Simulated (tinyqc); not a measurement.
Comparisons within one model: inversion layer as a triangular well, valleys of the Si type. A value that a table varies takes the place of the one given here.

Six ellipsoidal valleys with their long axes along the cube axes, mass ml along the axis and mt across it. For a valley whose axis makes the angle theta with the surface normal, 1/m_z = cos^2(theta)/ml + sin^2(theta)/mt sets the confinement; in the plane the masses are m_1 = mt and m_2 = ml mt/m_z, and m_d = sqrt(m_1 m_2).

The field is taken as constant, e F = 4 pi (e^2/4 pi eps0)(Nd + eta Ns)/eps, with 1e12/cm^2 = 1e-4/angstrom^2, and the oxide as a hard wall at z = 0; c = hbar^2/2m0.

Level j of a valley lies at E_j = a_j (c (e F)^2/m_z)^(1/3) above the band edge at the surface, with the Airy zeros a_j = 2.338107, 4.087949, 5.520560, 6.786708, 7.944134, 9.022651, 10.040174, 11.008524, 11.936016, 12.828777, and has <z> = 2 E_j/(3 e F).

Subband i holds n_i = g m_d/(2 pi c) kB T ln(1 + exp((EF - E_i)/kB T)) (spin included), and EF is fixed by sum n_i = Ns over the levels listed or, where none are listed, over j = 0 to 9 of each group; 1e12/cm^2 = 1e-4/angstrom^2.

Constants: hbar^2/2m0 = 3.80998211 eV angstrom^2; e^2/(4 pi eps0) = 14.39964547 eV angstrom; kB = 8.617333262e-05 eV/K.

Parameters, chosen for this exercise (near those of Si; the results hold for these values, not for the real material):
```
symbol  value                                unit         meaning
ml      0.901                                m0           longitudinal mass
mt      0.193                                m0           transverse mass
eps     11.9                                              dielectric constant
Nd      1.4                                  x 1e12/cm^2  depletion charge
eta     0.5                                               share of Ns in the effective field
face    100                                               surface
T       150                                  K            temperature
Nss     (1, 2, 3, 5, 8, 12)                  x 1e12/cm^2  sheet densities
Ns      3.2                                  x 1e12/cm^2  electron sheet density
Xu      9.2                                  eV           uniaxial deformation potential
nu2     0.78                                              2 C12/C11
es      (-0.4, -0.2, 0, 0.2, 0.4, 0.8, 1.2)  %            biaxial strain in the plane
Vox     3.22                                 eV           barrier of an SiO2-like oxide
mox     0.49                                 m0           mass in the oxide
```

## Raising the sheet density

Valleys (masses in m0):
```
valleys g  cos^2(theta)      m_z      m_1      m_2      m_d
2               1.00000  0.90100  0.19300  0.19300  0.19300
4               0.00000  0.19300  0.19300  0.90100  0.41700
```

The field, the ladders and EF anew for each Ns.

Results:
```
Ns (1e12/cm^2)  F (MV/cm)  lowest E (eV)  next - lowest (meV)  EF - lowest (meV)  share of lowest (%)  <z> (angstrom)
1.0                 0.289         0.0767                 51.5               -8.0                 89.7            18.9
2.0                 0.365         0.0896                 60.2                4.7                 93.0            17.2
3.0                 0.441         0.1017                 68.3               13.9                 95.0            15.9
5.0                 0.593         0.1239                 83.2               28.8                 97.0            14.2
8.0                 0.821         0.1539                103.3               48.4                 98.2            12.6
12.0                1.125         0.1899                127.5               73.5                 98.8            11.3
```

Levels scale as F^(2/3): the field grows by 3.89 and the lowest level by 2.48. The layer thins from 18.9 to 11.3 angstrom. EF passes the lowest edge between 1 and 2 e12/cm^2. The share of the lowest subband rises throughout: the spacing grows faster than the band fills.

## Biaxial strain

Strain e in the plane raises the four primed valleys against the two unprimed ones by D = Xu (1 + nu2) e; the field is kept. m_c averages 1/mt (unprimed) and (1/mt + 1/ml)/2 (primed) over the electrons.

Results:
```
e (%)  D (meV)  0' - 0 (meV)  unprimed share (%)  m_c (m0)  <z> (angstrom)
-0.4     -65.5           4.3                23.6    0.2758            23.0
-0.2     -32.8          37.1                70.5    0.2183            18.2
0.0        0.0          69.8                95.8    0.1962            15.7
0.2       32.8         102.6                99.6    0.1933            15.3
0.4       65.5         135.3               100.0    0.1930            15.3
0.8      131.0         200.8               100.0    0.1930            15.3
1.2      196.5         266.3               100.0    0.1930            15.3
```

Without strain confinement alone splits the ladders by 70 meV and puts 96 % of the electrons into the two valleys that are light in the plane; under the largest tension the share is 100.0 %. m_c is 0.196 m0 without strain and 0.193 m0 there; moving all electrons can gain at most 2 % in 1/m_c. The ladders cross at e = -0.43 %, beyond the table.

## Surface orientation

The same densities on four faces. m_c is the conductivity mass averaged over directions in the plane: 1/m_c = sum n_i (1/m_1 + 1/m_2)/2 / Ns.

Results:
```
face   valleys of lowest  lowest E (eV)  EF (eV)  share of lowest (%)  <z> (angstrom)  m_c (m0)
(100)                  2         0.1040   0.1195                 95.3            15.7     0.196
(110)                  4         0.1472   0.1386                 91.0            21.9     0.288
(111)                  6         0.1571   0.1422                100.0            23.0     0.299
(211)                  2         0.1357   0.1372                 72.9            21.0     0.277
```

The lowest level is deepest on (100), where a valley axis lies closest to the normal, and the lightest conductivity mass is on (100) (0.196 m0, against 0.299 m0 on (111)). EF, counted from the band edge at the surface, is lowest on (100) and spans 23 meV.

## Four estimates of the lowest level

WKB: E = (c/m_z)^(1/3) (3 pi e F/2 x 3/4)^(2/3), <z> = 2E/(3 e F). Fang-Howard: psi = z exp(-b z/2) up to a norm, E = c b^2/(4 m_z) + 3 e F/b at its minimum b^3 = 6 e F m_z/c, <z> = 3/b. Finite barrier: flat height Vox and mass mox for z < 0, finite differences with psi and psi'/m continuous, cells of 0.05 angstrom from -15 to 300 angstrom. The last column is measured against Airy.

Lowest level:
```
method                E (eV)  <z> (angstrom)  E - Airy (meV)
Airy, hard wall       0.1040           15.20             0.0
WKB, hard wall        0.1032           15.08            -0.8
Fang-Howard           0.1102           16.10             6.2
finite oxide barrier  0.1001           14.34            -3.9
```

b = 0.1864 1/angstrom
probability in the oxide = 0.0006

WKB is off by -0.8 % and the variational function by +5.9 %, above the exact value as it must be; both ratios are independent of field and mass. The finite barrier lowers the level by 3.9 meV and brings the charge 0.9 angstrom closer; in energy that is less than the Fang-Howard error (6.2 meV).

## What each parameter does

Field, ladders and EF anew. Each row changes one parameter from the base and keeps the others.

Results:
```
case                  lowest E (eV)  EF (eV)  share of lowest (%)  <z> (angstrom)
base                         0.1040   0.1195                 95.3           15.69
Ns = 6.4 x 1e12/cm^2         0.1383   0.1764                 97.8           13.38
Nd = 2.8 x 1e12/cm^2         0.1342   0.1507                 99.0           13.47
T = 110 K                    0.1040   0.1224                 99.0           15.30
ml = 0.991 m0                0.1007   0.1164                 95.9           15.16
mt = 0.174 m0                0.1040   0.1224                 96.3           15.61
eps = 10.7                   0.1116   0.1275                 96.7           14.99
```

The largest shifts from the base row, up to three for each result and ties (the steps differ in size, so this ranks the rows, not the parameters). lowest E (eV): Ns +0.0343, Nd +0.0303, eps +0.0076; unchanged at the printed digits by T and mt. EF (eV): Ns +0.0569, Nd +0.0312, eps +0.0080. share of lowest (%): T +3.7, Nd +3.7, Ns +2.5. <z> (angstrom): Ns -2.31, Nd -2.21, eps -0.69.

tinyqc: `OMP_NUM_THREADS=1 python tinyqc.py 1252026 1252027 out.jsonl`; about 0.03 s, one thread, shared Intel(R) Xeon(R) Processor @ 2.30GHz.
